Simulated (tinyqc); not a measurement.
Deal-Grove kinetics of thermal oxidation of silicon. Inputs raised by 10 %, one at a time. Computed by tinyqc, a small Python program. Command: `OMP_NUM_THREADS=1 python tinyqc.py 3001601 3001602 out.jsonl oxide sens`. One thread of a shared host (Intel(R) Xeon(R) Processor @ 2.30GHz), about 0.5 s of CPU time with the checks.

Oxidant diffuses through the oxide and reacts at the interface, so that dx/dt = B/(A + 2x) for the oxide thickness x.

Inputs (values chosen for the exercise, close to those used for silicon):
```
quantity                             value    unit
prefactor B0                           806  um^2/h
activation energy E_B                 1.22      eV
prefactor (B/A)0                  3.69e+06    um/h
activation energy E_A                 1.99      eV
temperature T                          900       C
oxidant pressure p                     0.5     atm
pressure exponent m of B/A            0.73       -
initial oxide x_i                      0.1      um
time t                                0.62       h
ratio c of the extra rate to B/A       1.7       -
decay length L                       0.011      um
```

Ambient: dry oxygen. Surface: (100). Extension: thin-film term.

Constants: k_B = 8.617333262e-05 eV/K.

Method:
- B = B0 p exp(-E_B/(k_B T)), B/A = (B/A)0 p^m exp(-E_A/(k_B T)), p in atm; A = B/(B/A).
- Temperatures in kelvin are T(C) + 273.15.
- tau = (x_i^2 + A x_i)/B and x = (A/2) [sqrt(1 + 4 B (t + tau)/A^2) - 1], the root of x^2 + A x = B (t + tau).
- Silicon consumed is 0.44 times the oxide grown; the rate is B/(A + 2x).
- Thin-film (Massoud) form: dx/dt = B/(A + 2x) + c (B/A) exp(-x/L), integrated from x_i by fourth-order Runge-Kutta in 2000 steps, the i-th of length (2 i - 1) t/2000^2.

Runs:
```
input moved                    from       to  final growth rate (um/h)  length A (um)  tau (h)  thickness with the thin-film term (um)
base run                          -        -                 0.0040369         0.3680    20.23                                 0.10251
prefactor B0 (um^2/h)           806    886.6                 0.0041715         0.4049    19.84                                 0.10260
activation energy E_B (eV)     1.22    1.342                 0.0022121         0.1101    30.36                                 0.10138
prefactor (B/A)0 (um/h)     3690000  4059000                 0.0042848         0.3346    18.79                                 0.10267
activation energy E_A (eV)     1.99    2.189                 0.0008157         2.6351   118.22                                 0.10051
oxidant pressure p (atm)        0.5     0.55                 0.0043644         0.3776    18.77                                 0.10272
initial oxide x_i (um)          0.1     0.11                 0.0039019         0.3680    22.73                                 0.11243
time t (h)                     0.62    0.682                 0.0040334         0.3680    20.23                                 0.10276
```

Exponents ln(y'/y) / ln(x'/x):
```
input                  final growth rate  length A     tau  thickness with the thin-film term
prefactor B0                       0.344     1.000  -0.206                              0.009
activation energy E_B             -6.311   -12.662   4.258                             -0.117
prefactor (B/A)0                   0.625    -1.000  -0.778                              0.016
activation energy E_A            -16.779    20.653  18.522                             -0.208
oxidant pressure p                 0.818     0.270  -0.787                              0.021
initial oxide x_i                 -0.357     0.000   1.222                              0.969
time t                            -0.009     0.000   0.000                              0.026
```

Which inputs matter most for each result?

Among the inputs moved here: final growth rate answers most in size to activation energy E_A (exponent -16.779), next to activation energy E_B (-6.311). Length A answers most in size to activation energy E_A (exponent +20.653), next to activation energy E_B (-12.662); its exponent is below 0.0005 for initial oxide x_i, time t. Its exponent +1.000 in prefactor B0: A = B/(B/A). Its exponent -1.000 in prefactor (B/A)0: A = B/(B/A). tau answers most in size to activation energy E_A (exponent +18.522), next to activation energy E_B (+4.258); its exponent is below 0.0005 for time t. Thickness with the thin-film term answers most in size to initial oxide x_i (exponent +0.969), next to activation energy E_A (-0.208).
